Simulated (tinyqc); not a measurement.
# Resistance of a tapered via with liner, size effect and interface: effects of single changes

A round via whose diameter grows from db at the bottom as D(z) = db + 2 z/tan(ang). The fill, of diameter D - 2 tl, starts above the bottom liner (thickness fb tl) and has rho = rho0 (1 + ks lam/(D - 2 tl)); the sidewall liner conducts in parallel with it. The bottom liner and the interface are crossed over the full area pi db^2/4. Spreading in the lines above and below is left out.

Parameters, values chosen for the exercise; fill metal close to molybdenum: diameter at the bottom db = 17 nm; height hv = 37 nm; sidewall angle ang = 86 degrees; bulk resistivity of the fill rho0 = 5.4 uohm cm; mean free path of the fill lam = 11.5 nm; size-effect factor ks = 1.1; liner on the sidewall tl = 0.4 nm; liner at the bottom over that on the sidewall fb = 0.7; resistivity of the liner rl = 210 uohm cm; interface resistivity at the bottom ri = 9.6e-13 ohm cm^2; ballistic conductance per area, about 3/(4 rho0 lam) Sb = 1.3e15 S/m^2; bulk resistivity of the second fill (close to cobalt) rho2 = 6.1 uohm cm; its mean free path lam2 = 11.6 nm; its liner tl2 = 1.3 nm.

Each table varies one quantity; the others keep the values above.

## Via resistance against the diameter at the bottom

Slices between z0 = fb tl and hv, evaluated at their midpoints: conductance per length pi/4 [(D - 2 tl)^2/rho + (D^2 - (D - 2 tl)^2)/rl], slice resistance = slice height over that. 2000 slices. R_fill = sum of the slices; R_bottom = rl fb tl/(pi db^2/4); R_interface = ri/(pi db^2/4); ballistic (Sharvin) limit 1/(Sb pi (db - 2 tl)^2/4); ideal cylinder rho0 hv/(pi db^2/4).

Via resistance against the diameter at the bottom:

| db (nm) | R_fill (ohm) | R_bottom (ohm) | R_interface (ohm) | R (ohm) | ballistic limit (ohm) | R over ideal cylinder | largest part |
|---|---|---|---|---|---|---|---|
| 6 | 128.4 | 20.80 | 3.395 | 152.6 | 36.22 | 2.160 | fill |
| 8.3 | 61.10 | 10.87 | 1.774 | 73.74 | 17.41 | 1.997 | fill |
| 11 | 32.31 | 6.187 | 1.010 | 39.51 | 9.414 | 1.879 | fill |
| 16 | 13.97 | 2.924 | 0.4775 | 17.37 | 4.239 | 1.748 | fill |
| 22 | 6.911 | 1.547 | 0.2525 | 8.710 | 2.179 | 1.657 | fill |
| 30 | 3.511 | 0.8318 | 0.1358 | 4.479 | 1.149 | 1.584 | fill |
| 42 | 1.701 | 0.4244 | 0.06929 | 2.194 | 0.5770 | 1.522 | fill |
| 58 | 0.8563 | 0.2226 | 0.03634 | 1.115 | 0.2993 | 1.475 | fill |
| 80 | 0.4358 | 0.1170 | 0.01910 | 0.5719 | 0.1561 | 1.439 | fill |

R falls from 153 to 0.572 ohm. The fill is the largest part at db = 6 and in all other rows. R goes as db^(-2.24) between the first two rows and db^(-2.08) between the last two; area alone gives -2.

## Via resistance against the height

Same model as above.

2000 slices.

The same in every row: R_bottom (ohm) = 2.591; R_interface (ohm) = 0.4229; ballistic limit (ohm) = 3.732.

Via resistance against the height:

| hv (nm) | R_fill (ohm) | R (ohm) | R over ideal cylinder | largest part |
|---|---|---|---|---|
| 10 | 4.072 | 7.085 | 2.978 | fill |
| 15 | 5.885 | 8.898 | 2.494 | fill |
| 21 | 7.852 | 10.87 | 2.175 | fill |
| 31 | 10.71 | 13.72 | 1.861 | fill |
| 45 | 14.01 | 17.02 | 1.590 | fill |
| 65 | 17.70 | 20.72 | 1.340 | fill |
| 94 | 21.63 | 24.64 | 1.102 | fill |
| 140 | 25.82 | 28.83 | 0.8656 | fill |

R rises from 7.09 to 28.8 ohm. The fill is the largest part at hv = 10 and in all other rows. The share of the two bottom terms goes from 42.5 to 10.5 %. For hv = 10, 15 the ballistic limit exceeds half of R_fill, so the diffusive model understates R.

## Two fill metals against the diameter

2000 slices. R_fill = sum of the slices; R_bottom = rl fb tl/(pi db^2/4); R_interface = ri/(pi db^2/4). The second fill has rho2, lam2 and tl2 in place of rho0, lam and tl.

Two fill metals against the diameter:

| db (nm) | R, first fill (ohm) | R, second fill (ohm) | ratio second/first |
|---|---|---|---|
| 6 | 152.63 | 357.02 | 2.3392 |
| 8.5 | 69.938 | 139.49 | 1.9945 |
| 12 | 32.618 | 58.992 | 1.8085 |
| 17 | 15.225 | 25.944 | 1.7040 |
| 24 | 7.2223 | 11.888 | 1.6460 |
| 35 | 3.2266 | 5.1996 | 1.6115 |
| 49 | 1.5868 | 2.5312 | 1.5952 |
| 70 | 0.75409 | 1.1960 | 1.5861 |
| 100 | 0.36101 | 0.57095 | 1.5815 |

The ratio goes from 2.34 to 1.58. The first fill gives the lower R in every row.

Numbers from tinyqc (`OMP_NUM_THREADS=1 python tinyqc.py 2750056 2750057 out.jsonl`; about 0.01 s on one thread of a shared Intel Xeon 2.30GHz).
